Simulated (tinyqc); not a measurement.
# Resistance of a tapered via with liner, size effect and interface: what changes with what

A round via whose diameter grows from db at the bottom as D(z) = db + 2 z/tan(ang). The fill, of diameter D - 2 tl, starts above the bottom liner (thickness fb tl) and has rho = rho0 (1 + ks lam/(D - 2 tl)); the sidewall liner conducts in parallel with it. The bottom liner and the interface are crossed over the full area pi db^2/4. Spreading in the lines above and below is left out.

Parameters, values chosen for the exercise; fill metal close to tungsten: diameter at the bottom db = 33 nm; height hv = 69 nm; sidewall angle ang = 88 degrees; bulk resistivity of the fill rho0 = 5.14 uohm cm; mean free path of the fill lam = 15.7 nm; size-effect factor ks = 0.8; liner on the sidewall tl = 2.7 nm; liner at the bottom over that on the sidewall fb = 0.7; resistivity of the liner rl = 330 uohm cm; interface resistivity at the bottom ri = 2.4e-12 ohm cm^2; ballistic conductance per area, about 3/(4 rho0 lam) Sb = 9.1e14 S/m^2; bulk resistivity of the second fill (close to cobalt) rho2 = 6.13 uohm cm; its mean free path lam2 = 12 nm; its liner tl2 = 0.9 nm.

Each table varies one quantity; the others keep the values above.

## Via resistance against the diameter at the bottom

Slices between z0 = fb tl and hv, evaluated at their midpoints: conductance per length pi/4 [(D - 2 tl)^2/rho + (D^2 - (D - 2 tl)^2)/rl], slice resistance = slice height over that. 2000 slices. R_fill = sum of the slices; R_bottom = rl fb tl/(pi db^2/4); R_interface = ri/(pi db^2/4); ballistic (Sharvin) limit 1/(Sb pi (db - 2 tl)^2/4); ideal cylinder rho0 hv/(pi db^2/4).

Result of one run:
columns A: db (nm); B: R_fill (ohm); C: R_bottom (ohm); D: R_interface (ohm); E: R (ohm); F: ballistic limit (ohm); G: R over ideal cylinder; H: largest part
```
A       B      C      D      E      F      G     H
16  51.21  31.02  1.194  83.42  12.45  4.729  fill
```

What becomes of these results when the diameter at the bottom db is changed from 16 to 8.3 nm, all else the same?

Result of the changed run:
columns A: db (nm); B: R_fill (ohm); C: R_bottom (ohm); D: R_interface (ohm); E: R (ohm); F: ballistic limit (ohm); G: R over ideal cylinder; H: largest part
```
A        B      C      D      E      F      G     H
8.3  571.5  115.3  4.436  691.2  166.4  10.54  fill
```

The whole series:
columns A: db (nm); B: R_fill (ohm); C: R_bottom (ohm); D: R_interface (ohm); E: R (ohm); F: ballistic limit (ohm); G: R over ideal cylinder; H: largest part
```
A         B      C        D      E       F      G             H
8.3   571.5  115.3    4.436  691.2   166.4  10.54          fill
11    182.3  65.63    2.525  250.5   44.62  6.711          fill
16    51.21  31.02    1.194  83.42   12.45  4.729          fill
22    20.10  16.41   0.6314  37.14   5.078  3.981          fill
30    8.769  8.824   0.3395  17.93   2.312  3.574  bottom liner
42    3.795  4.502   0.1732  8.470   1.044  3.309  bottom liner
58    1.775  2.361  0.09084  4.226  0.5057  3.149  bottom liner
80   0.8584  1.241  0.04775  2.147  0.2514  3.043  bottom liner
```

R falls from 691 to 2.15 ohm. The fill is the largest part at db = 8.3, the bottom liner from 30 on. R goes as db^(-3.60) between the first two rows and db^(-2.11) between the last two; area alone gives -2.

## Via resistance against the height

Same model as above.

2000 slices.

The same in every row: R_bottom (ohm) = 7.292; R_interface (ohm) = 0.2806; ballistic limit (ohm) = 1.837.

Results:
```
hv (nm)  R_fill (ohm)  R (ohm)  R over ideal cylinder  largest part
20              2.107    9.680                  8.054  bottom liner
29              3.078    10.65                  6.111  bottom liner
42              4.400    11.97                  4.743  bottom liner
60              6.089    13.66                  3.789  bottom liner
87              8.356    15.93                  3.047          fill
180             14.36    21.93                  2.027          fill
260             18.02    25.59                  1.638          fill
```

Estimate the missing row, hv = 130 nm.

Computed row:
```
hv (nm)  R_fill (ohm)  R (ohm)  R over ideal cylinder  largest part
130             11.43    19.00                  2.432          fill
```

With this row back in the table: R rises from 9.68 to 25.6 ohm. The bottom liner is the largest part at hv = 20, the fill from 87 on. The share of the two bottom terms goes from 78.2 to 29.6 %. For hv = 20, 29 the ballistic limit exceeds half of R_fill, so the diffusive model understates R.

## Two fill metals against the diameter

2000 slices. R_fill = sum of the slices; R_bottom = rl fb tl/(pi db^2/4); R_interface = ri/(pi db^2/4). The second fill has rho2, lam2 and tl2 in place of rho0, lam and tl.

Two fill metals against the diameter:
```
db (nm)  R, first fill (ohm)  R, second fill (ohm)  ratio second/first
8.5                    629.2                 184.3              0.2929
12                     190.1                 81.87              0.4306
17                     71.05                 37.23              0.5240
24                     30.14                 17.45              0.5790
35                     12.67                 7.762              0.6128
49                     6.063                 3.818              0.6297
70                     2.840                 1.818              0.6401
100                    1.350                0.8724              0.6461
```

What does the table show?

The ratio goes from 0.293 to 0.646. The second fill gives the lower R in every row.

Program tinyqc, `OMP_NUM_THREADS=1 python tinyqc.py 2750030 2750031 out.jsonl`; Intel Xeon 2.30GHz, shared host, one thread, about 0.01 s.
